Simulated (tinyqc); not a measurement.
# Planar ballistic transistor, top-of-the-barrier model: several studies

At the top of the source barrier, states moving towards the drain are filled by the source (Fermi level 0) and states moving back by the drain (Fermi level -q Vd); nothing scatters. U is the shift of the band edge there, set by the capacitances CG, CD and CS (the total) and by the charge. Parabolic two-dimensional band; the source is grounded.

Parameters, values chosen for the exercise; mass and valleys close to those of indium arsenide: temperature T = 400 K; effective mass m = 0.0294 m0; valley degeneracy gv = 1; relative permittivity of the gate insulator eox = 3.9; insulator thickness tox = 2.8 nm; gate control CG/CS aG = 0.89; drain control CD/CS aD = 0.09; band edge at the barrier top above the source Fermi level at zero bias E0 = 0.35 eV.

Constants: q = 1.602176634e-19 C, kB = 1.380649e-23 J/K, hbar = 1.054571817e-34 J s, m0 = 9.1093837015e-31 kg, Vt = kB T/q, eps0 = 8.8541878128e-14 F/cm where lengths are in cm. Results are converted to the units shown.

Each table varies one quantity; the others keep the values above.

## Effect of the insulator thickness

N0 = gv m kB T/(pi hbar^2), CG = eps0 eox/tox, vT = sqrt(2 kB T/(pi m)), CS = CG/aG, n0 = n at U = 0 and Vd = 0. eta1 = -(E0 + U)/Vt, eta2 = eta1 - Vd/Vt, n = (N0/2)[F_0(eta1) + F_0(eta2)], F_0(x) = ln(1 + exp x). U = UL + q (n - n0)/CS with UL = -(aG Vg + aD Vd), energies in eV. I = q (N0/2) vT [F_(1/2)(eta1) - F_(1/2)(eta2)] per width, F_(1/2)(x) = (2/sqrt(pi)) int_0^infinity u^(1/2)/(1 + exp(u - x)) du. CQ = (q/Vt) dn/d(eta1). E0 is held fixed.

In this table Vg = 0.5 V, Vd = 0.5 V.

Effect of the insulator thickness:
```
tox (nm)   eta1  n (cm^-2)  I (uA/um)  mean velocity I/(q n) (cm/s)   CQ/CS
0.5       3.602   7.680e11      696.1                       5.657e7  0.1234
0.74      3.415   7.296e11      649.6                       5.557e7  0.1817
1.1       3.167   6.790e11      590.0                       5.423e7  0.2677
1.6       2.873   6.199e11      522.9                       5.266e7  0.3840
2.4       2.495   5.449e11      442.2                       5.065e7  0.5622
3.6       2.066   4.626e11      359.0                       4.844e7  0.8103
5.4       1.609   3.792e11      280.6                       4.619e7   1.141
8         1.158   3.030e11      214.3                       4.414e7   1.544
```

As tox goes from 0.5 to 8 nm, n falls from 7.68e11 to 3.03e11 cm^-2, the mean velocity falls from 5.66e7 to 4.41e7 cm/s and the current falls from 696 to 214 uA/um. CQ/CS goes from 0.12 to 1.5. Over the range the current goes as tox^(-0.43) on average. For tox = 0.5 to 0.74 nm the insulator is under 1 nm thick, where gate tunnelling would matter.

## Effect of the valley degeneracy

Same model as above.

CQ = (q/Vt) dn/d(eta1). E0 is held fixed.

In this table Vg = 0.5 V, Vd = 0.5 V.

Effect of the valley degeneracy:
```
gv     eta1  n (cm^-2)  I (uA/um)  mean velocity I/(q n) (cm/s)    CQ/CS
1    2.3369  5.1417e11     410.45                      4.9824e7  0.64745
2    1.5672  7.4365e11     547.96                      4.5990e7   1.1749
3    1.1026  8.8218e11     620.51                      4.3901e7   1.5991
4   0.77828  9.7888e11     667.85                      4.2584e7   1.9463
6   0.33530  1.1110e12     729.88                      4.1005e7   2.4838
```

What does the comparison show?

As gv goes from 1 to 6, n rises from 5.14e11 to 1.11e12 cm^-2, the mean velocity falls from 4.98e7 to 4.10e7 cm/s and the current rises from 410 to 730 uA/um. CQ/CS goes from 0.65 to 2.5.

## Effect of the drain control CD/CS

Same model as above.

CQ = (q/Vt) dn/d(eta1). E0 is held fixed.

In this table Vg = 0.5 V, Vd = 0.5 V.

Results:
```
aD       eta1  n (cm^-2)  I (uA/um)  mean velocity I/(q n) (cm/s)    CQ/CS
0      1.5304  3.6541e11     268.24                      4.5817e7  0.58367
0.014  1.6581  3.8787e11     288.49                      4.6422e7  0.59639
0.028  1.7849  4.1063e11     309.45                      4.7035e7  0.60798
0.042  1.9108  4.3365e11     331.10                      4.7656e7  0.61849
0.057  2.0448  4.5856e11     355.06                      4.8327e7  0.62865
0.085  2.2929  5.0568e11     401.82                      4.9596e7  0.64489
0.099  2.4161  5.2949e11     426.18                      5.0236e7  0.65182
```

Estimate the missing row, aD = 0.071.

Computed row:
```
aD       eta1  n (cm^-2)  I (uA/um)  mean velocity I/(q n) (cm/s)    CQ/CS
0.071  2.1691  4.8203e11     378.11                      4.8959e7  0.63719
```

With this row back in the table: As aD goes from 0 to 0.099, n rises from 3.65e11 to 5.29e11 cm^-2, the mean velocity rises from 4.58e7 to 5.02e7 cm/s and the current rises from 268 to 426 uA/um. CQ/CS goes from 0.58 to 0.65.

tinyqc, about 0.01 s, one thread, Intel Xeon 2.30GHz (shared host): `OMP_NUM_THREADS=1 python tinyqc.py 2400104 2400105 out.jsonl`
